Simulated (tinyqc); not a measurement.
Inside a calculation: linear model of a band gap against the share of exact exchange. Values are carried at full precision from step to step, so a last printed digit may differ when a step is redone from the rounded ones.

E(alpha) = E0 + S alpha. A wider gap screens less, modelled in the Penn form eps(alpha) = 1 + (e0 - 1)(EP/(EP + S alpha))^2 with a scale EP chosen for the exercise. A dielectric-dependent hybrid takes alpha = 1/eps.

Values chosen for the exercise (of the order of those of diamond; the results hold for these values, not for the real material):

| symbol | value | unit | meaning |
|---|---|---|---|
| E0 | 4.08 | eV | gap of the semi-local functional |
| S | 7.87 | eV | slope dE/d(alpha) |
| e0 | 6.04 |  | optical dielectric constant at alpha = 0 |
| EP | 26.7 | eV | energy scale of the screening |
| Et | 5.41 | eV | target gap |
| a_start | 0.5 |  | starting alpha |
| fv | 0.7 |  | share of the opening taken by the valence edge |
| Ed | 2 | eV | defect level above the semi-local valence top |
| cd | 0 |  | shift of the level per unit opening, on the scale of the mean potential |

## Fixed shares

Gap, error against the target and eps for alpha = 0, 0.25 and 1/e0; and the alpha that meets the target, (Et - E0)/S.

Results:

| alpha | E (eV) | E - Et (eV) | eps |
|---|---|---|---|
| 0.0000 | 4.080 | -1.330 | 6.040 |
| 0.2500 | 6.048 | 0.637 | 5.372 |
| 0.1656 | 5.383 | -0.027 | 5.582 |

alpha for the target = 0.1690

A quarter of exact exchange overshoots the target by 0.64 eV: the material needs 0.169, and 1/e0 = 0.166 lies closer to it than 0.25 does.

## Self-consistent share

Iterate alpha -> 1/eps(alpha) seven times from a_start. The fixed point solves alpha eps(alpha) = 1; the contraction factor there is 2 (eps - 1) S/((EP + S alpha) eps^2).

Iterates:

| step | alpha | eps | E (eV) |
|---|---|---|---|
| 0 | 0.50000 | 4.8284 | 8.0150 |
| 1 | 0.20711 | 5.4767 | 5.7099 |
| 2 | 0.18259 | 5.5383 | 5.5170 |
| 3 | 0.18056 | 5.5435 | 5.5010 |
| 4 | 0.18039 | 5.5439 | 5.4997 |
| 5 | 0.18038 | 5.5440 | 5.4996 |
| 6 | 0.18038 | 5.5440 | 5.4996 |
| 7 | 0.18038 | 5.5440 | 5.4996 |

fixed point = 0.18038
contraction factor = 0.0828

The factor is positive, so the iterates approach from one side, the error shrinking to 0.08 of itself each step; the gap is within 0.01 eV of its limit from step 3. Self-consistency moves the gap by +0.117 eV against the one-shot choice 1/e0, since a wider gap screens less.

## Band edges and a deep level

The opening c = S alpha lowers the valence top by fv c and raises the conduction edge by (1 - fv) c, both against the mean potential; the level moves by cd c. Use the fixed point. Compare with stretching the level in proportion to the gap and with pinning it to either edge.

opening c = 1.420 eV

shifts of the valence and conduction edges (eV): -0.994  0.426

level above the valence top = 2.994 eV
level below the conduction edge = 2.506 eV

level above the valence top: stretched, tied to the valence edge, tied to the conduction edge (eV): 2.696  2.000  3.420

The three recipes err by -0.30, -0.99 and +0.43 eV against alignment through the mean potential. A localised level with cd = 0 stays put while the edges move away from it.

## Checks

- Fixed point by bisection against 60 substitutions: both 0.18038.

Program tinyqc; command `OMP_NUM_THREADS=1 python tinyqc.py 1850021 1850022 out.jsonl`; about 0.01 s on one thread of a shared Intel(R) Xeon(R) Processor @ 2.30GHz.
